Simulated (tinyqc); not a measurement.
Hartree-Fock atom on a uniform radial grid, spin-unpolarised, for He, step by step. Computed by tinyqc, a small Python program that keeps every step. Settings: Z = 2, points = 64, R = 12.9, functional = hf2, mixing = 0.2, iteration cap = 55. Command: `OMP_NUM_THREADS=1 python tinyqc.py 29573 29574 out.jsonl` (the two numbers bound the seeds that draw the settings). One thread of a shared host (Intel(R) Xeon(R) Processor @ 2.60GHz), about 0.04 s of CPU time with the checks. Later iterations appear only in the table of the cycle.

## Iteration 1

Spherical atom on a uniform radial grid r_j = j h with h = R/(N + 1), h sum u^2 = 1 and integrals as h times sums, u(0) = u(R) = 0 (atomic units):
```
parameter            value
Z                        2
points N                64
R                12.900000
h                 0.198462
mixing            0.200000
electrons in 1s          2
```

Three-point differences turn -u''/2 + [l(l+1)/2r^2 - Z/r + V] u = e u into a tridiagonal matrix (diagonal 1/h^2 + potential, off-diagonal -1/2h^2). D = sum f u^2; the Hartree potential y/r solves y'' = -D/r with y(0) = 0, y(R) = N_e; for two electrons in one orbital exchange is -V_H/2 (Hartree-Fock); E = sum f e - int D V + int D (V_H/2 + eps_xc); V(new) = V + mixing (V_H + v_xc - V).

eigenvalues (hartree): 1s -1.92688

Every 4th grid point:
```
r            V in     u(1s)         D      V_H      v_xc
0.79385   0.00000   0.92009   1.69314  2.23767  -1.11884
1.58769   0.00000   0.39108   0.30589  1.24954  -0.62477
2.38154   0.00000   0.12467   0.03109  0.83937  -0.41969
3.17538   0.00000   0.03533   0.00250  0.62983  -0.31491
3.96923   0.00000   0.00938   0.00018  0.50388  -0.25194
4.76308   0.00000   0.00239  1.15e-05  0.41990  -0.20995
5.55692   0.00000   0.00059  7.04e-07  0.35991  -0.17996
6.35077   0.00000   0.00014  4.15e-08  0.31492  -0.15746
7.14462   0.00000  3.45e-05  2.37e-09  0.27993  -0.13997
7.93846   0.00000  8.14e-06  1.32e-10  0.25194  -0.12597
8.73231   0.00000  1.90e-06         0  0.22903  -0.11452
9.52615   0.00000  4.41e-07         0  0.20995  -0.10497
10.32000  0.00000  1.02e-07         0  0.19380  -0.09690
11.11385  0.00000  2.32e-08         0  0.17996  -0.08998
11.90769  0.00000  5.16e-09         0  0.16796  -0.08398
12.70154  0.00000  6.29e-10         0  0.15746  -0.07873
```

total energy = -2.6243804 hartree

## Iteration 2

As before.

eigenvalues (hartree): 1s -1.68347

Every 4th grid point:
```
r            V in     u(1s)         D      V_H      v_xc
0.79385   0.22377   0.91619   1.67880  2.20513  -1.10257
1.58769   0.12495   0.41833   0.35000  1.24646  -0.62323
2.38154   0.08394   0.14503   0.04207  0.83914  -0.41957
3.17538   0.06298   0.04492   0.00404  0.62981  -0.31491
3.96923   0.05039   0.01308   0.00034  0.50387  -0.25194
4.76308   0.04199   0.00366  2.68e-05  0.41990  -0.20995
5.55692   0.03599   0.00100  1.99e-06  0.35991  -0.17996
6.35077   0.03149   0.00027  1.42e-07  0.31492  -0.15746
7.14462   0.02799   0.00007  9.83e-09  0.27993  -0.13997
7.93846   0.02519  1.82e-05  6.64e-10  0.25194  -0.12597
8.73231   0.02290  4.69e-06  4.40e-11  0.22903  -0.11452
9.52615   0.02099  1.20e-06         0  0.20995  -0.10497
10.32000  0.01938  3.04e-07         0  0.19380  -0.09690
11.11385  0.01800  7.66e-08         0  0.17996  -0.08998
11.90769  0.01680  1.87e-08         0  0.16796  -0.08398
12.70154  0.01575  2.41e-09         0  0.15746  -0.07873
```

total energy = -2.6685368 hartree

## Iteration 3

As before.

eigenvalues (hartree): 1s -1.49722

Every 4th grid point:
```
r            V in     u(1s)         D      V_H      v_xc
0.79385   0.39953   0.91107   1.66008  2.17632  -1.08816
1.58769   0.22461   0.44027   0.38767  1.24332  -0.62166
2.38154   0.15106   0.16326   0.05331  0.83887  -0.41943
3.17538   0.11337   0.05433   0.00590  0.62979  -0.31489
3.96923   0.09070   0.01704   0.00058  0.50387  -0.25194
4.76308   0.07558   0.00514   0.00005  0.41990  -0.20995
5.55692   0.06478   0.00151  4.58e-06  0.35991  -0.17996
6.35077   0.05669   0.00044  3.81e-07  0.31492  -0.15746
7.14462   0.05039   0.00012  3.08e-08  0.27993  -0.13997
7.93846   0.04535  3.49e-05  2.44e-09  0.25194  -0.12597
8.73231   0.04123  9.73e-06  1.89e-10  0.22903  -0.11452
9.52615   0.03779  2.69e-06  1.44e-11  0.20995  -0.10497
10.32000  0.03488  7.38e-07         0  0.19380  -0.09690
11.11385  0.03239  2.01e-07         0  0.17996  -0.08998
11.90769  0.03023  5.27e-08         0  0.16796  -0.08398
12.70154  0.02834  7.12e-09         0  0.15746  -0.07873
```

total energy = -2.6969264 hartree

## Convergence

Stop when input and output potentials agree to 1e-7.

Course of the cycle (hartree):
```
iteration           E     e(1s)  largest |V(out) - V(in)|
1          -2.6243804  -1.92688                  1.86e+00
2          -2.6685368  -1.68347                  1.43e+00
3          -2.6969264  -1.49722                  1.09e+00
4          -2.7147570  -1.35449                  8.30e-01
5          -2.7257165  -1.24494                  6.32e-01
6          -2.7323232  -1.16074                  4.80e-01
7          -2.7362390  -1.09591                  3.64e-01
8          -2.7385265  -1.04592                  2.76e-01
9          -2.7398470  -1.00732                  2.09e-01
10         -2.7406018  -0.97747                  1.58e-01
11         -2.7410301  -0.95435                  1.20e-01
...               ...       ...                       ...
45         -2.7415797  -0.87287                  3.12e-05
46         -2.7415797  -0.87286                  2.49e-05
47         -2.7415797  -0.87286                  1.98e-05
48         -2.7415797  -0.87286                  1.58e-05
49         -2.7415797  -0.87285                  1.26e-05
50         -2.7415797  -0.87285                  1.00e-05
51         -2.7415797  -0.87285                  8.00e-06
52         -2.7415797  -0.87285                  6.38e-06
53         -2.7415797  -0.87285                  5.09e-06
54         -2.7415797  -0.87285                  4.05e-06
55         -2.7415797  -0.87285                  3.23e-06
```

Not converged within 55 iterations: the residual falls steadily but slowly, by a factor of about 0.80 a step. Reruns (cap 100 unless said): mixing 0.3: converged in 45; mixing 0.6: converged in 18; the original settings with a cap of 400: converged in 71. Even converged, this uniform grid resolves the cusp poorly and misses the energy of the atom.
